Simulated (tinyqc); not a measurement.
Inside a calculation (part 1 of 2). Method: CIS on RHF in the sto-3g basis, frozen core, for BeH2, spin multiplicity 1. Computed by tinyqc, a small Python program that keeps every step (integrals from PySCF). Settings: charge = 0, multiplicity = 1, basis = sto-3g, method = RHF, frozen orbitals = 1, energy threshold = 1e-10, iteration cap = 70, orthogonalisation = canonical, start = Wolfsberg-Helmholz matrix, DIIS depth = 6. Command: `OMP_NUM_THREADS=1 python tinyqc.py 31742 31743 out.jsonl` (the two numbers bound the seeds that draw the settings). One thread of a shared host (Intel(R) Xeon(R) Processor @ 2.60GHz), about 0.06 s of CPU time with the checks. The early iterations of the SCF are left out here.

## One-electron integrals

Geometry (angstrom):
```
atom         x          y         z
Be    0.000000   0.000000  0.000000
H     0.000000   1.488000  0.000000
H     0.000000  -1.544000  0.000000
```

Basis sto-3g: exponents (1/bohr^2) and contraction coefficients of normalised primitives:
```
element  l (shell)   exponent  coefficient
Be           s (1)  30.167871     0.154329
Be           s (1)   5.495115     0.535328
Be           s (1)   1.487193     0.444635
Be           s (2)   1.314833    -0.099967
Be           s (2)   0.305539     0.399513
Be           s (2)   0.099371     0.700115
Be           p (3)   1.314833     0.155916
Be           p (3)   0.305539     0.607684
Be           p (3)   0.099371     0.391957
H            s (1)   3.425251     0.154329
H            s (1)   0.623914     0.535328
H            s (1)   0.168855     0.444635
```

Overlap, kinetic and nuclear-attraction integrals over the contracted functions; the nuclear repulsion is the sum of Za Zb / Rab.

nuclear repulsion = 2.96797554 hartree

overlap S, order 1Be 1s, 1Be 2s, 1Be 2px, 1Be 2py, 1Be 2pz, 2H 1s, 3H 1s:
$$\begin{pmatrix}
1.000000 & 0.259517 & 0.000000 & 0.000000 & 0.000000 & 0.050182 & 0.044389 \\
0.259517 & 1.000000 & 0.000000 & 0.000000 & 0.000000 & 0.401549 & 0.380355 \\
0.000000 & 0.000000 & 1.000000 & 0.000000 & 0.000000 & 0.000000 & 0.000000 \\
0.000000 & 0.000000 & 0.000000 & 1.000000 & 0.000000 & 0.480888 & -0.462583 \\
0.000000 & 0.000000 & 0.000000 & 0.000000 & 1.000000 & 0.000000 & 0.000000 \\
0.050182 & 0.401549 & 0.000000 & 0.480888 & 0.000000 & 1.000000 & 0.017065 \\
0.044389 & 0.380355 & 0.000000 & -0.462583 & 0.000000 & 0.017065 & 1.000000
\end{pmatrix}$$

kinetic energy T (hartree), order 1Be 1s, 1Be 2s, 1Be 2px, 1Be 2py, 1Be 2pz, 2H 1s, 3H 1s:
$$\begin{pmatrix}
6.693975 & -0.033012 & 0.000000 & 0.000000 & 0.000000 & -0.013573 & -0.012282 \\
-0.033012 & 0.211111 & 0.000000 & 0.000000 & 0.000000 & 0.048233 & 0.041442 \\
0.000000 & 0.000000 & 0.660592 & 0.000000 & 0.000000 & 0.000000 & 0.000000 \\
0.000000 & 0.000000 & 0.000000 & 0.660592 & 0.000000 & 0.147265 & -0.131434 \\
0.000000 & 0.000000 & 0.000000 & 0.000000 & 0.660592 & 0.000000 & 0.000000 \\
-0.013573 & 0.048233 & 0.000000 & 0.147265 & 0.000000 & 0.760032 & -0.006365 \\
-0.012282 & 0.041442 & 0.000000 & -0.131434 & 0.000000 & -0.006365 & 0.760032
\end{pmatrix}$$

nuclear attraction V (hartree), order 1Be 1s, 1Be 2s, 1Be 2px, 1Be 2py, 1Be 2pz, 2H 1s, 3H 1s:
$$\begin{pmatrix}
-15.259453 & -2.080482 & 0.000000 & -0.001040 & 0.000000 & -0.400643 & -0.354053 \\
-2.080482 & -2.983966 & 0.000000 & -0.006235 & 0.000000 & -1.123108 & -1.045423 \\
0.000000 & 0.000000 & -2.900913 & 0.000000 & 0.000000 & 0.000000 & 0.000000 \\
-0.001040 & -0.006235 & 0.000000 & -3.094768 & 0.000000 & -1.312623 & 1.238495 \\
0.000000 & 0.000000 & 0.000000 & 0.000000 & -2.900913 & 0.000000 & 0.000000 \\
-0.400643 & -1.123108 & 0.000000 & -1.312623 & 0.000000 & -2.817600 & -0.056412 \\
-0.354053 & -1.045423 & 0.000000 & 1.238495 & 0.000000 & -0.056412 & -2.767484
\end{pmatrix}$$

core Hamiltonian H = T + V (hartree), order 1Be 1s, 1Be 2s, 1Be 2px, 1Be 2py, 1Be 2pz, 2H 1s, 3H 1s:
$$\begin{pmatrix}
-8.565478 & -2.113495 & 0.000000 & -0.001040 & 0.000000 & -0.414215 & -0.366335 \\
-2.113495 & -2.772855 & 0.000000 & -0.006235 & 0.000000 & -1.074875 & -1.003981 \\
0.000000 & 0.000000 & -2.240322 & 0.000000 & 0.000000 & 0.000000 & 0.000000 \\
-0.001040 & -0.006235 & 0.000000 & -2.434177 & 0.000000 & -1.165359 & 1.107061 \\
0.000000 & 0.000000 & 0.000000 & 0.000000 & -2.240322 & 0.000000 & 0.000000 \\
-0.414215 & -1.074875 & 0.000000 & -1.165359 & 0.000000 & -2.057568 & -0.062778 \\
-0.366335 & -1.003981 & 0.000000 & 1.107061 & 0.000000 & -0.062778 & -2.007452
\end{pmatrix}$$

## Two-electron integrals

Functions are numbered as in S; the eight-fold symmetry (ij|kl) = (ji|kl) = (kl|ij) leaves the list below.

Two-electron integrals (ij|kl) in chemists' order, unique and non-zero (hartree):
```
(11|11) 2.298831    (21|11) 0.392036    (21|21) 0.079539    (22|11) 0.570988
(22|21) 0.143041    (22|22) 0.417683    (31|31) 0.014607    (32|31) 0.021888
(32|32) 0.092265    (33|11) 0.569578    (33|21) 0.143083    (33|22) 0.417589
(33|33) 0.449859    (41|41) 0.014607    (42|41) 0.021888    (42|42) 0.092265
(43|43) 0.024249    (44|11) 0.569578    (44|21) 0.143083    (44|22) 0.417589
(44|33) 0.401360    (44|44) 0.449859    (51|51) 0.014607    (52|51) 0.021888
(52|52) 0.092265    (53|53) 0.024249    (54|54) 0.024249    (55|11) 0.569578
(55|21) 0.143083    (55|22) 0.417589    (55|33) 0.401360    (55|44) 0.401360
(55|55) 0.449859    (61|11) 0.074863    (61|21) 0.015181    (61|22) 0.027534
(61|33) 0.027341    (61|41) 0.001341    (61|42) 0.002533    (61|44) 0.027936
(61|55) 0.027341    (61|61) 0.003038    (62|11) 0.186385    (62|21) 0.047401
(62|22) 0.151406    (62|33) 0.145608    (62|41) 0.006199    (62|42) 0.038447
(62|44) 0.162864    (62|55) 0.145608    (62|61) 0.010010    (62|62) 0.082585
(63|31) 0.004290    (63|32) 0.020233    (63|43) 0.006608    (63|63) 0.007459
(64|11) 0.201767    (64|21) 0.051929    (64|22) 0.173891    (64|33) 0.163589
(64|41) 0.010044    (64|42) 0.059736    (64|44) 0.194318    (64|55) 0.163589
(64|61) 0.011444    (64|62) 0.107748    (64|64) 0.144936    (65|51) 0.004290
(65|52) 0.020233    (65|54) 0.006608    (65|65) 0.007459    (66|11) 0.353818
(66|21) 0.091582    (66|22) 0.328194    (66|33) 0.304494    (66|41) 0.013856
(66|42) 0.111611    (66|44) 0.375325    (66|55) 0.304494    (66|61) 0.019810
(66|62) 0.228628    (66|64) 0.316331    (66|66) 0.774606    (71|11) 0.066198
(71|21) 0.013424    (71|22) 0.024353    (71|33) 0.024185    (71|41) -0.001182
(71|42) -0.002237   (71|44) 0.024701    (71|55) 0.024185    (71|61) 0.002454
(71|62) 0.007471    (71|64) 0.007900    (71|66) 0.014279    (71|71) 0.002375
(72|11) 0.172701    (72|21) 0.043962    (72|22) 0.141458    (72|33) 0.135951
(72|41) -0.005730   (72|42) -0.036269   (72|44) 0.152343    (72|55) 0.135951
(72|61) 0.007835    (72|62) 0.039401    (72|64) 0.041484    (72|66) 0.080381
(72|71) 0.008209    (72|72) 0.073610    (73|31) 0.003874    (73|32) 0.018524
(73|43) -0.006149   (73|63) 0.002715    (73|73) 0.006432    (74|11) -0.189904
(74|21) -0.048902   (74|22) -0.164856   (74|33) -0.155108   (74|41) 0.009241
(74|42) 0.056199    (74|44) -0.184186   (74|55) -0.155108   (74|61) -0.008434
(74|62) -0.042338   (74|64) -0.043301   (74|66) -0.085838   (74|71) -0.009505
(74|72) -0.097209   (74|74) 0.132005    (75|51) 0.003874    (75|52) 0.018524
(75|54) -0.006149   (75|65) 0.002715    (75|75) 0.006432    (76|11) 0.010599
(76|21) 0.002623    (76|22) 0.007433    (76|33) 0.007328    (76|41) -0.000007
(76|42) -0.000048   (76|44) 0.007639    (76|55) 0.007328    (76|61) 0.000506
(76|62) 0.002739    (76|64) 0.003181    (76|66) 0.006060    (76|71) 0.000449
(76|72) 0.002606    (76|74) -0.003088   (76|76) 0.000134    (77|11) 0.341354
(77|21) 0.088400    (77|22) 0.319649    (77|33) 0.296755    (77|41) -0.012988
(77|42) -0.107856   (77|44) 0.365155    (77|55) 0.296755    (77|61) 0.015622
(77|62) 0.084175    (77|64) 0.088179    (77|66) 0.174522    (77|71) 0.016857
(77|72) 0.214687    (77|74) -0.300009   (77|76) 0.006060    (77|77) 0.774606
```

## Orthogonalisation

S = U s U^T; canonical form X = U s^(-1/2), so that X^T S X = 1. Each column of U has its largest component positive (the first on a tie).

eigenvalues of S: [0.322527, 0.421598, 0.951858, 1.000000, 1.000000, 1.636398, 1.667619]

X, order 1Be 1s, 1Be 2s, 1Be 2px, 1Be 2py, 1Be 2pz, 2H 1s, 3H 1s:
$$\begin{pmatrix}
-0.041783 & -0.383782 & 0.928095 & 0.000000 & 0.000000 & 0.227327 & 0.140419 \\
0.167996 & 1.105766 & -0.061367 & 0.000000 & 0.000000 & 0.453136 & 0.285377 \\
0.000000 & 0.000000 & 0.000000 & -0.019264 & 0.999814 & 0.000000 & 0.000000 \\
1.226309 & -0.142291 & -0.004725 & 0.000000 & 0.000000 & -0.298834 & 0.464808 \\
0.000000 & 0.000000 & 0.000000 & 0.999814 & 0.019264 & 0.000000 & 0.000000 \\
-0.986355 & -0.592640 & -0.298280 & 0.000000 & 0.000000 & 0.091609 & 0.513499 \\
0.770597 & -0.794009 & -0.310575 & 0.000000 & 0.000000 & 0.506354 & -0.137012
\end{pmatrix}$$

Within a degenerate level the vectors are fixed only up to a rotation; this is one choice.

## Starting guess

The start is the generalised Wolfsberg-Helmholz matrix (K = 1.75) built on H; D = 2 C_occ C_occ^T.

D at the start, order 1Be 1s, 1Be 2s, 1Be 2px, 1Be 2py, 1Be 2pz, 2H 1s, 3H 1s:
$$\begin{pmatrix}
2.042638 & -0.160356 & 0.000000 & 0.003942 & 0.000000 & -0.205407 & -0.203299 \\
-0.160356 & 0.757493 & 0.000000 & -0.020176 & 0.000000 & 0.462662 & 0.468562 \\
0.000000 & 0.000000 & 0.000000 & 0.000000 & 0.000000 & 0.000000 & 0.000000 \\
0.003942 & -0.020176 & 0.000000 & 0.796584 & 0.000000 & 0.411580 & -0.415994 \\
0.000000 & 0.000000 & 0.000000 & 0.000000 & 0.000000 & 0.000000 & 0.000000 \\
-0.205407 & 0.462662 & 0.000000 & 0.411580 & 0.000000 & 0.514049 & 0.076883 \\
-0.203299 & 0.468562 & 0.000000 & -0.415994 & 0.000000 & 0.076883 & 0.499792
\end{pmatrix}$$

## Iteration 6 (converged): orbitals

converged F (hartree), order 1Be 1s, 1Be 2s, 1Be 2px, 1Be 2py, 1Be 2pz, 2H 1s, 3H 1s:
$$\begin{pmatrix}
-4.526767 & -1.289179 & 0.000000 & -0.000056 & 0.000000 & -0.257386 & -0.227946 \\
-1.289179 & -0.601897 & 0.000000 & -0.007611 & 0.000000 & -0.363694 & -0.345173 \\
0.000000 & 0.000000 & 0.213853 & 0.000000 & 0.000000 & 0.000000 & 0.000000 \\
-0.000056 & -0.007611 & 0.000000 & -0.165439 & 0.000000 & -0.314212 & 0.305584 \\
0.000000 & 0.000000 & 0.000000 & 0.000000 & 0.213853 & 0.000000 & 0.000000 \\
-0.257386 & -0.363694 & 0.000000 & -0.314212 & 0.000000 & -0.257706 & -0.020393 \\
-0.227946 & -0.345173 & 0.000000 & 0.305584 & 0.000000 & -0.020393 & -0.239366
\end{pmatrix}$$

Diagonalise F' = X^T F X, C = X C', fill 3 alpha and 3 beta electrons from the bottom; D = 2 C_occ C_occ^T. Each column has its largest component positive (the first on a tie).

F' = X^T F X (hartree):
$$\begin{pmatrix}
0.741723 & -0.039756 & 0.051763 & 0.000000 & 0.000000 & -0.010130 & 0.052612 \\
-0.039756 & 0.272759 & 0.648328 & 0.000000 & 0.000000 & 0.227135 & 0.135202 \\
0.051763 & 0.648328 & -3.556950 & 0.000000 & 0.000000 & -1.399702 & -0.879904 \\
0.000000 & 0.000000 & 0.000000 & 0.213853 & 0.000000 & 0.000000 & 0.000000 \\
0.000000 & 0.000000 & 0.000000 & 0.000000 & 0.213853 & 0.000000 & 0.000000 \\
-0.010130 & 0.227135 & -1.399702 & 0.000000 & 0.000000 & -1.028316 & -0.412314 \\
0.052612 & 0.135202 & -0.879904 & 0.000000 & 0.000000 & -0.412314 & -0.645800
\end{pmatrix}$$

orbital energies (hartree): MO1 -4.530142, MO2 -0.426740, MO3 -0.384031, MO4 0.213853, MO5 0.213853, MO6 0.377016, MO7 0.747314

coefficients C, order 1Be 1s, 1Be 2s, 1Be 2px, 1Be 2py, 1Be 2pz, 2H 1s, 3H 1s:
$$\begin{pmatrix}
0.991831 & -0.212575 & 0.026485 & 0.000000 & 0.000000 & -0.228208 & -0.009652 \\
0.031357 & 0.591517 & -0.081742 & 0.000000 & 0.000000 & 1.085681 & 0.072248 \\
0.000000 & 0.000000 & 0.000000 & 0.311475 & 0.950254 & 0.000000 & 0.000000 \\
0.000101 & 0.063629 & 0.492948 & 0.000000 & 0.000000 & -0.038676 & 1.257341 \\
0.000000 & 0.000000 & 0.000000 & 0.950254 & -0.311475 & 0.000000 & 0.000000 \\
-0.003698 & 0.443277 & 0.367844 & 0.000000 & 0.000000 & -0.719012 & -0.914532 \\
-0.003771 & 0.334434 & -0.474654 & 0.000000 & 0.000000 & -0.768794 & 0.817124
\end{pmatrix}$$

D after iteration 6, order 1Be 1s, 1Be 2s, 1Be 2px, 1Be 2py, 1Be 2pz, 2H 1s, 3H 1s:
$$\begin{pmatrix}
2.059237 & -0.193611 & 0.000000 & -0.000741 & 0.000000 & -0.176310 & -0.174807 \\
-0.193611 & 0.715115 & 0.000000 & -0.005307 & 0.000000 & 0.464043 & 0.473009 \\
0.000000 & 0.000000 & 0.000000 & 0.000000 & 0.000000 & 0.000000 & 0.000000 \\
-0.000741 & -0.005307 & 0.000000 & 0.494094 & 0.000000 & 0.419067 & -0.425401 \\
0.000000 & 0.000000 & 0.000000 & 0.000000 & 0.000000 & 0.000000 & 0.000000 \\
-0.176310 & 0.464043 & 0.000000 & 0.419067 & 0.000000 & 0.663634 & -0.052675 \\
-0.174807 & 0.473009 & 0.000000 & -0.425401 & 0.000000 & -0.052675 & 0.674313
\end{pmatrix}$$

Within a degenerate level the vectors are fixed only up to a rotation; this is one choice.

## Convergence

Stop when the energy changes by less than 1e-10 hartree and every element of the error matrix X^T (F D S - S D F) X is below 3e-06.

Course of the cycle:
```
iteration   E (hartree)     change  largest element of the error matrix
1          -15.50011686          -                             1.80e-01
2          -15.52729850  -2.72e-02                             2.33e-02
3          -15.52785273  -5.54e-04                             2.45e-03
4          -15.52786968  -1.69e-05                             1.74e-04
5          -15.52786973  -4.80e-08                             2.67e-06
6          -15.52786973  -7.35e-12                             1.27e-07
```

PySCF RHF in the same basis = -15.52786973 hartree

Converged in 6 iterations.

## Populations, bond orders and dipole

Mulliken: Z minus the diagonal of D S on the atom; Loewdin: the same with S^(1/2) D S^(1/2); Mayer order: 2 sum_s sum (D(s) S)_ij (D(s) S)_ji over the two atoms.

Charges (e):
```
atom   Mulliken    Loewdin
1Be    0.084097   0.071196
2H    -0.041748  -0.035039
3H    -0.042349  -0.036157
```

Mayer bond orders:
```
pair     order
2-1   0.993961
3-1   0.993911
3-2   0.004296
```

dipole moment about the origin, x y z (debye): [0.000000, 0.019695, 0.000000]

## Integrals over molecular orbitals

(pq|rs) = sum C_ip C_jq C_kr C_ls (ij|kl), one index at a time.

one-electron integrals over orbitals h = C^T H C (hartree):
$$\begin{pmatrix}
-8.554093 & 0.209499 & -0.026546 & 0.000000 & 0.000000 & 0.202970 & 0.007080 \\
0.209499 & -2.332859 & -0.008048 & 0.000000 & 0.000000 & -0.225658 & -0.043728 \\
-0.026546 & -0.008048 & -2.267980 & 0.000000 & 0.000000 & 0.051482 & -0.304749 \\
0.000000 & 0.000000 & 0.000000 & -2.240322 & 0.000000 & 0.000000 & 0.000000 \\
0.000000 & 0.000000 & 0.000000 & 0.000000 & -2.240322 & 0.000000 & 0.000000 \\
0.202970 & -0.225658 & 0.051482 & 0.000000 & 0.000000 & -1.899267 & 0.003299 \\
0.007080 & -0.043728 & -0.304749 & 0.000000 & 0.000000 & 0.003299 & -1.852252
\end{pmatrix}$$

Two-electron integrals over orbitals (pq|rs), unique and non-zero (hartree); the lowest 1 orbital is frozen and left out:
```
(22|22) 0.391090    (32|22) 0.043454    (32|32) 0.149361    (33|22) 0.380465
(33|32) -0.035659   (33|33) 0.423698    (42|42) 0.047218    (43|42) -0.004229
(43|43) 0.013416    (44|22) 0.356869    (44|32) -0.000133   (44|33) 0.339228
(44|44) 0.449859    (52|52) 0.047218    (53|52) -0.004229   (53|53) 0.013416
(54|54) 0.024249    (55|22) 0.356869    (55|32) -0.000133   (55|33) 0.339228
(55|44) 0.401360    (55|55) 0.449859    (62|22) -0.019648   (62|32) -0.013156
(62|33) -0.038622   (62|44) 0.063384    (62|55) 0.063384    (62|62) 0.080419
(63|22) -0.022805   (63|32) -0.088106   (63|33) 0.028944    (63|44) -0.013057
(63|55) -0.013057   (63|62) -0.005608   (63|63) 0.087801    (64|42) 0.046244
(64|43) -0.006600   (64|64) 0.049621    (65|52) 0.046244    (65|53) -0.006600
(65|65) 0.049621    (66|22) 0.377746    (66|32) -0.008419   (66|33) 0.393807
(66|44) 0.355549    (66|55) 0.355549    (66|62) -0.027775   (66|63) 0.011064
(66|66) 0.397578    (72|22) -0.012203   (72|32) -0.039349   (72|33) 0.005406
(72|44) 0.010360    (72|55) 0.010360    (72|62) 0.018697    (72|63) 0.059556
(72|66) -0.000906   (72|72) 0.058972    (73|22) -0.000211   (73|32) -0.001243
(73|33) -0.017623   (73|44) 0.067283    (73|55) 0.067283    (73|62) 0.074851
(73|63) -0.018567   (73|66) -0.021105   (73|72) 0.008689    (73|73) 0.084362
(74|42) 0.003966    (74|43) 0.012961    (74|64) 0.001572    (74|74) 0.016961
(75|52) 0.003966    (75|53) 0.012961    (75|65) 0.001572    (75|75) 0.016961
(76|22) 0.036619    (76|32) 0.135113    (76|33) -0.036517   (76|44) 0.000496
(76|55) 0.000496    (76|62) -0.010379   (76|63) -0.091064   (76|66) -0.010771
(76|72) -0.049073   (76|73) 0.000924    (76|76) 0.136569    (77|22) 0.409488
(77|32) 0.014509    (77|33) 0.418966    (77|44) 0.380385    (77|55) 0.380385
(77|62) -0.023113   (77|63) -0.006511   (77|66) 0.414595    (77|72) -0.006927
(77|73) 0.001228    (77|76) 0.010444    (77|77) 0.462024
```

## CIS matrix, singlets

A(ia,jb) = (e_a - e_i) d_ij d_ab + 2 (ia|jb) - (ij|ab).

CIS matrix A, singlet (hartree), order 2>4, 2>5, 2>6, 2>7, 3>4, 3>5, 3>6, 3>7:
$$\begin{pmatrix}
0.378160 & 0.000000 & 0.000000 & 0.000000 & -0.008325 & 0.000000 & 0.000000 & 0.000000 \\
0.000000 & 0.378160 & 0.000000 & 0.000000 & 0.000000 & -0.008325 & 0.000000 & 0.000000 \\
0.000000 & 0.000000 & 0.586848 & 0.000776 & 0.000000 & 0.000000 & -0.002796 & 0.014588 \\
0.000000 & 0.000000 & 0.000776 & 0.882509 & 0.000000 & 0.000000 & -0.016001 & 0.002869 \\
-0.008325 & 0.000000 & 0.000000 & 0.000000 & 0.285487 & 0.000000 & 0.000000 & 0.000000 \\
0.000000 & -0.008325 & 0.000000 & 0.000000 & 0.000000 & 0.285487 & 0.000000 & 0.000000 \\
0.000000 & 0.000000 & -0.002796 & -0.016001 & 0.000000 & 0.000000 & 0.542842 & -0.000617 \\
0.000000 & 0.000000 & 0.014588 & 0.002869 & 0.000000 & 0.000000 & -0.000617 & 0.881103
\end{pmatrix}$$

## CIS singlet states

dipole integrals <i|r|a> (bohr), order 2>4, 2>5, 2>6, 2>7, 3>4, 3>5, 3>6, 3>7:
$$\begin{pmatrix}
0.297985 & 0.000000 & 0.909101 \\
0.909101 & 0.000000 & -0.297985 \\
0.000000 & -0.121007 & 0.000000 \\
0.000000 & -0.674150 & 0.000000 \\
-0.038683 & 0.000000 & -0.118014 \\
-0.118014 & 0.000000 & 0.038683 \\
0.000000 & -1.301001 & 0.000000 \\
0.000000 & 0.048533 & 0.000000
\end{pmatrix}$$

Diagonalise A (1 hartree = 27.211386 eV); each vector has its largest component positive (the first on a tie). The transition dipole is mu = sqrt2 sum c_ia <i|r|a>.

singlet excitation energies (eV): [7.748317, 7.748317, 10.310436, 10.310436, 14.746403, 15.953857, 23.932981, 24.097510]

lowest vectors, order 2>4, 2>5, 2>6, 2>7, 3>4, 3>5, 3>6, 3>7:
$$\begin{pmatrix}
0.086701 & 0.019039 & 0.977831 & 0.189650 & 0.000000 & 0.000000 \\
-0.019039 & 0.086701 & -0.189650 & 0.977831 & 0.000000 & 0.000000 \\
0.000000 & 0.000000 & 0.000000 & 0.000000 & 0.061645 & 0.996872 \\
0.000000 & 0.000000 & 0.000000 & 0.000000 & 0.046709 & -0.005452 \\
0.972871 & 0.213641 & -0.087143 & -0.016901 & 0.000000 & 0.000000 \\
-0.213641 & 0.972871 & 0.016901 & -0.087143 & 0.000000 & 0.000000 \\
0.000000 & 0.000000 & 0.000000 & 0.000000 & 0.997004 & -0.061443 \\
0.000000 & 0.000000 & 0.000000 & 0.000000 & -0.001233 & -0.049404
\end{pmatrix}$$

oscillator strengths 2/3 w |mu|^2: [0.000571, 0.000571, 0.469423, 0.469423, 1.289910, 0.001214]

Within a degenerate level the vectors are fixed only up to a rotation; this is one choice.

## CIS matrix, triplets

A(ia,jb) = (e_a - e_i) d_ij d_ab - (ij|ab).

CIS matrix A, triplet (hartree), order 2>4, 2>5, 2>6, 2>7, 3>4, 3>5, 3>6, 3>7:
$$\begin{pmatrix}
0.283725 & 0.000000 & 0.000000 & 0.000000 & 0.000133 & 0.000000 & 0.000000 & 0.000000 \\
0.000000 & 0.283725 & 0.000000 & 0.000000 & 0.000000 & 0.000133 & 0.000000 & 0.000000 \\
0.000000 & 0.000000 & 0.426009 & -0.036619 & 0.000000 & 0.000000 & 0.008419 & -0.135113 \\
0.000000 & 0.000000 & -0.036619 & 0.764565 & 0.000000 & 0.000000 & -0.135113 & -0.014509 \\
0.000133 & 0.000000 & 0.000000 & 0.000000 & 0.258656 & 0.000000 & 0.000000 & 0.000000 \\
0.000000 & 0.000133 & 0.000000 & 0.000000 & 0.000000 & 0.258656 & 0.000000 & 0.000000 \\
0.000000 & 0.000000 & 0.008419 & -0.135113 & 0.000000 & 0.000000 & 0.367240 & 0.036517 \\
0.000000 & 0.000000 & -0.135113 & -0.014509 & 0.000000 & 0.000000 & 0.036517 & 0.712378
\end{pmatrix}$$
